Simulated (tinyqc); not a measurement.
# Trap density from swing and capacitance

Inverse problem. In an MOS structure at one bias the subthreshold swing is S = Vt ln 10 (1 + (Cd + q Dit)/Cox) and 1/C_HF = 1/Cox + 1/Cd, Cox = 3.9 eps0/EOT. Find Cd and Dit.

Values chosen for this exercise:
- T = 300 K (temperature)
- EOT = 19 nm (equivalent oxide thickness)

Constants: q = 1.602176634e-19 C, kB = 1.380649e-23 J/K, Vt = kB T/q, eps0 = 8.8541878128e-14 F/cm where lengths are in cm. Results are converted to the units shown.

S = 141.18148 mV/decade
C_HF = 74.945478 nF/cm^2

Answer. C_HF gives Cd, and the swing gives Cd + q Dit.

Cd = 127.5 nF/cm^2
Dit = 7.600e11 cm^-2 eV^-1

Program tinyqc, `OMP_NUM_THREADS=1 python tinyqc.py 2030007 2030008 out.jsonl`; Intel Xeon 2.30GHz, shared host, one thread, about 0.01 s.
